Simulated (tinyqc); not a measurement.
Band gaps under pressure and temperature from deformation potentials: sweeps and comparisons. A value that a table varies takes the place of the one given here.

Murnaghan: V/V0 = (1 + Bp P/B0)^(-1/Bp), B0 = (C11 + 2 C12)/3. Each gap moves by a ln(V/V0) with its volume potential a, and falls with temperature by aV T^2/(T + bV) (Varshni); the two effects are added. No change of phase is considered.

Constants: hc = 1239.841984 eV nm.

Parameters, chosen for this exercise (near those of GaAs, the X and L potentials typical of such crystals; the results hold for these values, not for the real material): Eg = 1.509 eV (gap at Gamma to the s-like level at 0 K, 0 GPa); EgX = 2.001 eV (gap to X at 0 K, 0 GPa); EgL = 1.834 eV (gap to L at 0 K, 0 GPa); C11 = 119.7 GPa; C12 = 55.7 GPa; Bp = 4.56 (pressure derivative of the bulk modulus); aG = -8.31 eV (volume potential of the Gamma gap); aX = 1.22 eV (volume potential of the X gap); aL = -4.48 eV (volume potential of the L gap); aV = (0.534, 0.456, 0.632) meV/K (Varshni alpha of Gamma, X, L); bV = (190, 219, 199) K (Varshni beta of Gamma, X, L); T = 0 K (temperature); P = 3.4 GPa (pressure).

## Gaps against pressure

The last column is the linear form E0 + c1 P for Gamma, c1 = -aG/B0.

Gaps (eV):
```
P (GPa)  ln(V/V0)  Gamma      X      L  lowest  Gamma, linear
0.00       0.0000  1.509  2.001  1.834   Gamma          1.509
1.00      -0.0126  1.614  1.986  1.891   Gamma          1.617
2.00      -0.0245  1.713  1.971  1.944   Gamma          1.725
3.00      -0.0358  1.807  1.957  1.995   Gamma          1.833
4.00      -0.0466  1.896  1.944  2.043   Gamma          1.941
5.00      -0.0569  1.981  1.932  2.089       X          2.048
6.00      -0.0667  2.063  1.920  2.133       X          2.156
7.00      -0.0760  2.141  1.908  2.175       X          2.264
8.00      -0.0850  2.215  1.897  2.215       X          2.372
```

What can be read from the table?

Over 8 GPa Gamma moves by +0.706, L by +0.381 and X by -0.104 eV. The lowest valley changes: Gamma to X between 4.00 and 5.00 GPa, and the fundamental gap peaks at 1.932 eV on these points. The linear form overshoots by 157 meV at the end, because the crystal stiffens; the gap is linear in ln V, not in P.

## Gaps against temperature

At the pressure P; wavelength hc/E of the lowest gap.

Gaps (eV):
```
T (K)   Gamma       X       L  lowest  wavelength (nm)
0      1.8432  1.9519  2.0142   Gamma            672.7
50     1.8376  1.9477  2.0078   Gamma            674.7
100    1.8248  1.9376  1.9930   Gamma            679.5
200    1.7884  1.9084  1.9508   Gamma            693.3
300    1.7451  1.8729  1.9002   Gamma            710.5
400    1.6984  1.8341  1.8453   Gamma            730.0
500    1.6497  1.7934  1.7881   Gamma            751.6
600    1.5998  1.7515  1.7294   Gamma            775.0
```

How do the results move?

From 0 to 100 K the Gamma gap falls by 18.4 meV, from 500 to 600 K by 49.9 meV: quadratic below bV, linear with a slope tending to aV = 0.534 meV/K above. Gamma stays lowest. A pressure of 0.91 GPa, with the slope -aG/B0 at zero pressure, would undo the fall of the Gamma gap from 0 to 300 K.

## What each parameter does

Gaps at P and T. Each row changes one parameter from the base and keeps the others.

Results:
```
case              Gamma (eV)  X (eV)  L (eV)
base                  1.8432  1.9519  2.0142
T = 50 K              1.8376  1.9477  2.0078
C11 = 107.73 GPa      1.8598  1.9495  2.0231
C12 = 50.13 GPa       1.8586  1.9497  2.0225
Bp = 4.104            1.8461  1.9515  2.0157
aG = -9.141 eV        1.8766  1.9519  2.0142
aX = 1.342 eV         1.8432  1.9470  2.0142
aL = -4.032 eV        1.8432  1.9519  1.9961
P = 3.06 GPa          1.8124  1.9565  1.9976
```

What can be read from the table?

The largest shifts from the base row, up to three for each result and ties (the steps differ in size, so this ranks the rows, not the parameters). Gamma (eV): aG +0.0334, P -0.0308, C11 +0.0166; unchanged at the printed digits by aX and aL. X (eV): aX -0.0049, P +0.0045, T -0.0042; unchanged at the printed digits by aG and aL. L (eV): aL -0.0180, P -0.0166, C11 +0.0090; unchanged at the printed digits by aG and aX.

(tinyqc, `OMP_NUM_THREADS=1 python tinyqc.py 1081413 1081414 out.jsonl`, Intel(R) Xeon(R) Processor @ 2.30GHz, 1 thread, shared host, about 0.01 s.)
